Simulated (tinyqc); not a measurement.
Threshold-voltage variability of a planar MOSFET, analytic estimates: effect of the gate length.

Three independent sources add in quadrature: random dopants in the depleted layer, metal-gate grains of two orientations, and roughness of the two gate edges acting through the roll-off VT = VT(long) - Vr exp(-L/l). These are first-order estimates: no three-dimensional electrostatics, no percolation.

ni = sqrt(Nc Nv) exp(-Eg/(2 Vt)), Eg in volts; Cox = 3.9 eps0/ti; Wd = sqrt(4 eps0 eps_r Vt ln(Na/ni)/(q Na)); dopants: s1 = (q/Cox) sqrt(Na Wd/(3 L W)). Grains: Ng = L W/G^2 (at least 1), s2 = dW sqrt(p (1 - p)/Ng). Edges, with exponential correlation and u = W/La: the mean gate length has sL^2 = 2 De^2 (2/u)[1 - (1 - exp(-u))/u]; s3 = sL (Vr/l) exp(-L/l). s = sqrt(s1^2 + s2^2 + s3^2). l and Vr are held fixed.

Parameters, values chosen for the exercise; material values close to those of silicon:
```
symbol    value   unit                                                 meaning
T           350      K                                             temperature
Eg         1.11     eV                                                band gap
eps_r      11.5                     relative permittivity of the semiconductor
Nc      3.49e19  cm^-3                  conduction-band density of states at T
Nv      3.31e19  cm^-3                     valence-band density of states at T
Na       8.6e17  cm^-3                                          channel doping
ti          2.6     nm                 oxide-equivalent thickness in inversion
W            54     nm                                              gate width
G             7     nm                                        metal grain size
dW          0.3     eV  work-function difference of the two grain orientations
p           0.3               share of the orientation of higher work function
De          1.9     nm                          rms roughness of one gate edge
La           30     nm                     correlation length of the roughness
l           9.2     nm                  decay length of the threshold roll-off
Vr          2.2      V                               prefactor of the roll-off
```

Constants: q = 1.602176634e-19 C, kB = 1.380649e-23 J/K, Vt = kB T/q, eps0 = 8.8541878128e-14 F/cm where lengths are in cm. Results are converted to the units shown.

Result of one run:
```
L (nm)  s1 (mV)  s2 (mV)  s3 (mV)  s (mV)  s sqrt(L W) (mV um)
39       26.790   20.970   7.1523  34.765               1.5954
```

What becomes of these results when the gate length L is changed from 39 to 47 nm, all else the same?

Result of the changed run:
```
L (nm)  s1 (mV)  s2 (mV)  s3 (mV)  s (mV)  s sqrt(L W) (mV um)
47       24.404   19.102   2.9978  31.136               1.5686
```

The whole series:
```
L (nm)  s1 (mV)  s2 (mV)   s3 (mV)  s (mV)  s sqrt(L W) (mV um)
27       32.198   25.203    26.358  48.648               1.8576
33       29.124   22.797    13.730  39.452               1.6654
39       26.790   20.970    7.1523  34.765               1.5954
47       24.404   19.102    2.9978  31.136               1.5686
57       22.160   17.346    1.0110  28.160               1.5623
68       20.289   15.881   0.30583  25.767               1.5614
82       18.476   14.462  0.066772  23.463               1.5613
99       16.815   13.162  0.010522  21.353               1.5613
```

As L goes from 27 to 99 nm, s falls from 48.6 to 21.4 mV. The dopants are the largest source in the first and the last row. The product s sqrt(L W) falls from 1.86 to 1.56 mV um: s1 and s2 go as 1/sqrt(L W), so the change comes from s3 alone. For L = 27 to 33 nm the depletion depth exceeds L, so source and drain share much of the charge and s1 is rough.

Program tinyqc, `OMP_NUM_THREADS=1 python tinyqc.py 2090117 2090118 out.jsonl`; Intel Xeon 2.30GHz, shared host, one thread, about 0.01 s.
